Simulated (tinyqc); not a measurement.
Worked calculation: Pariser-Parr-Pople SCF with singles CI, for the molecule O=NC1=CC=C2C=CC=C21 (SMILES; centres numbered as the heavy atoms are written). One step of it, computed by the program tinyqc.

Problem. PPP integrals. Ohno: gamma = 14.399645/sqrt(R^2 + a^2), a = 2 x 14.399645/(gamma_rr + gamma_ss); H_rr = -W_r - sum_(s != r) z_s gamma_rs; H_rs = beta for bonds.

Centres (angstrom, eV; a flat drawing with bonds scaled to 1.40 angstrom):

| centre | x | y | core charge z | W | gamma_rr |
|---|---|---|---|---|---|
| 1O | -2.554000 | 1.501000 | 1 | 15.990000 | 14.080000 |
| 2N | -2.396000 | 0.110000 | 1 | 16.000000 | 11.610000 |
| 3C | -1.112000 | -0.448000 | 1 | 12.250000 | 12.170000 |
| 4C | -0.809000 | -1.815000 | 1 | 12.250000 | 12.170000 |
| 5C | 0.585000 | -1.949000 | 1 | 12.250000 | 12.170000 |
| 6C | 1.143000 | -0.665000 | 1 | 12.250000 | 12.170000 |
| 7C | 2.349000 | 0.046000 | 1 | 12.250000 | 12.170000 |
| 8C | 2.046000 | 1.412000 | 1 | 12.250000 | 12.170000 |
| 9C | 0.652000 | 1.546000 | 1 | 12.250000 | 12.170000 |
| 10C | 0.094000 | 0.262000 | 1 | 12.250000 | 12.170000 |

Resonance integrals (eV):

| i | j | beta |
|---|---|---|
| 1 | 2 | -2.430000 |
| 2 | 3 | -2.430000 |
| 3 | 4 | -2.390000 |
| 4 | 5 | -2.390000 |
| 5 | 6 | -2.390000 |
| 6 | 7 | -2.390000 |
| 7 | 8 | -2.390000 |
| 8 | 9 | -2.390000 |
| 9 | 10 | -2.390000 |
| 10 | 3 | -2.390000 |
| 10 | 6 | -2.390000 |

Give: repulsion gamma_rs; core matrix H.

Solution.

repulsion gamma_rs (eV), lower triangle:
```
          1O       2N       3C       4C       5C       6C       7C       8C
1O   14.0800
2N    8.0289  11.6100
3C    5.4111   7.7788  12.1700
4C    3.6880   5.1923   7.8551  12.1700
5C    3.0052   3.7695   5.6338   7.8543  12.1700
6C    3.2556   3.7696   5.6341   5.6338   7.8556  12.1700
7C    2.7529   2.9402   3.9014   3.7384   4.9414   7.8557  12.1700
8C    3.0444   3.0095   3.7389   3.2227   3.7391   5.6353   7.8583  12.1700
9C    4.2492   4.0218   4.9426   3.7391   3.9019   5.6352   5.6351   7.8543
10C   4.6114   5.1927   7.8574   5.6353   5.6352   7.8560   5.6343   5.6338

          9C      10C
9C   12.1700
10C   7.8556  12.1700
```

core matrix H (eV), lower triangle:
```
           1O        2N        3C        4C        5C        6C        7C        8C
1O   -54.0367
2N    -2.4300  -59.7034
3C     0.0000   -2.4300  -65.0032
4C     0.0000    0.0000   -2.3900  -58.8091
5C     0.0000    0.0000    0.0000   -2.3900  -58.5861
6C     0.0000    0.0000    0.0000    0.0000   -2.3900  -65.3810
7C     0.0000    0.0000    0.0000    0.0000    0.0000   -2.3900  -57.5078
8C     0.0000    0.0000    0.0000    0.0000    0.0000    0.0000   -2.3900  -55.9864
9C     0.0000    0.0000    0.0000    0.0000    0.0000    0.0000    0.0000   -2.3900
10C    0.0000    0.0000   -2.3900    0.0000    0.0000   -2.3900    0.0000    0.0000

           9C       10C
9C   -60.0848
10C   -2.3900  -68.1617
```
